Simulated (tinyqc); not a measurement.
# Worked calculation: input admittance of a MOSFET at zero drain bias: distributed channel and distributed gate

tinyqc, about 0.01 s, one thread, Intel Xeon 2.30GHz (shared host): `OMP_NUM_THREADS=1 python tinyqc.py 2262202 2262203 out.jsonl` Printed values are rounded.

Source and drain grounded, strong inversion, w = 2 pi f, Cox = eps0 eox/tox. The channel is an RC line of resistance 1/(mu Cox Vo) per square fed from both ends, so one finger has the intrinsic admittance y = i w Cox L tanh(g)/g per width, g = (1/2) sqrt(i w tau), tau = L^2/(mu Vo). The vertical resistance rv/L is in series with y, the overlaps 2 i w Cov in parallel: y_t = 1/(1/y + rv/L) + 2 i w Cov. The gate strip is a line of Rsh/L per length loaded by y_t, so a finger has Y = y_t Wf tanh(k)/k, k = (Wf/sd) sqrt(y_t Rsh/L); the device has Nf Y.

Parameters, values chosen for the exercise; values of the order met in silicon radio-frequency transistors:
- eox = 8.93 (relative permittivity of the gate insulator (close to aluminium oxide))
- tox = 12 nm (insulator thickness)
- L = 1.3 um (channel length)
- Wf = 2 um (finger width)
- Nf = 64 (number of fingers)
- mu = 150 cm^2/(V s) (channel mobility)
- Vo = 0.37 V (gate overdrive)
- Rsh = 17 ohm/square (sheet resistance of the gate)
- rv = 1.1 ohm um^2 (vertical resistivity of the gate stack)
- sd = 2 (number of ends at which a finger is contacted)
- Cov = 0.37 fF/um (overlap and fringe capacitance on each side)
- f = 0.59 GHz (frequency)

Constants: eps0 = 8.8541878128e-14 F/cm where lengths are in cm. Results are converted to the units shown.

## Low-frequency resistances and capacitance

Low-frequency limits, with c = Cox L and ct = c + 2 Cov: R_strip = Rsh Wf/(3 sd^2 L Nf), R_ch = (c/ct)^2 L/(12 mu Cox Vo Wf Nf), R_vert = (c/ct)^2 rv/(L Wf Nf), C = ct Wf Nf.

parts (ohm): strip 0.03405449, channel 19.60956, vertical 0.005601017
sum = 19.64921 ohm
C = 1191.128 fF
1/(2 pi R C) = 6.800119 GHz

The channel term is the largest, 99.8 % of the sum.

## Admittance of the channel and stack per width

tau, g, c = Cox L, y and y_t as defined.

tau = 304.5045 ps
g = 0.3756365+0.3756365i
c = 8.565689 fF/um
y = 2.94901+31.42085i uS/um
y_t = 2.94983+34.16394i uS/um

w tau = 1.13, and Im y is 0.990 of w c.

## Input impedance of the device

k and Y as defined; Z = 1/(Nf Y) = R + 1/(i w C); Q = |Im Z|/R; signal at the point farthest from a contact |1/cosh k|.

k = 0.01560442+0.01431514i
Nf Y = 0.378225+4.372871i mS
R = 19.63269 ohm
C = 1188.425 fF
Q = 11.56156
signal at the far point = 0.9999807

R is 0.084 % below its low-frequency limit and C is 0.23 % below its own.
